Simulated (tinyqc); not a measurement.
RKS/BLYP in the sto-6g basis, for BeH2, spin multiplicity 1, step by step. One step of it, computed by the program tinyqc.

Task: Iteration 2: DIIS coefficients. Solve [B -1; -1 0][c; lambda] = [0; -1] for the coefficients, which sum to one.

B (overlaps of the stored error matrices):
```
               1              2
1  8.9330293e-03  4.9306641e-02
2  4.9306641e-02  3.0422056e-01
```

Give: DIIS coefficients.

Result:

DIIS coefficients: 1.1882  -0.1882
